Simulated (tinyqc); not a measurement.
Classical nucleation, growth and JMAK kinetics of crystallisation from a melt or glass: one step, computed by the program tinyqc. Command: `OMP_NUM_THREADS=1 python tinyqc.py 3024540 3024541 out.jsonl nucl walk`. One thread of a shared host (Intel(R) Xeon(R) Processor @ 2.30GHz), about 0.01 s of CPU time with the checks.

A spherical nucleus cap on a flat wall with a sharp interface of isotropic energy gamma; lambda = Omega^(1/3) is the jump distance.

Question. Critical nucleus. Driving force per volume: dG = H [(T_m - T)/T_m] [2 T/(T_m + T)]. Shape factor f = (2 + cos theta)(1 - cos theta)^2/4. W(r) = f [4 pi r^2 gamma - (4/3) pi r^3 dG]; r* = 2 gamma/dG; W* = f 16 pi gamma^3/(3 dG^2); n* = f (4/3) pi r*^3/Omega.

Inputs (values chosen for the exercise, for a model substance): melting point T_m = 1030 K; heat of melting per volume H = 1320 J/cm^3; interface energy gamma = 0.142 J/m^2; atomic volume Omega = 14.5 angstrom^3; temperature T = 610 K; contact angle theta = 125 degrees.

Nucleation: on a flat wall. Driving force: Thompson-Spaepen.

Constants: e = 1.602176634e-19 C; k_B = 1.380649e-23 J/K.

Give: driving force dG; shape factor f; critical radius r*; barrier W*; atoms in the nucleus n*; W*/(k_B T).

Answer.

driving force dG = 400.4 J/cm^3

shape factor f = 0.8830

critical radius r* = 0.7093 nm

barrier W* = 1.649 eV

atoms in the nucleus n* = 91.02

W*/(k_B T) = 31.37

The wall leaves r* unchanged and cuts the barrier to 88.3 % of the homogeneous value. W* equals n* Omega dG/2 = 1.649 eV.
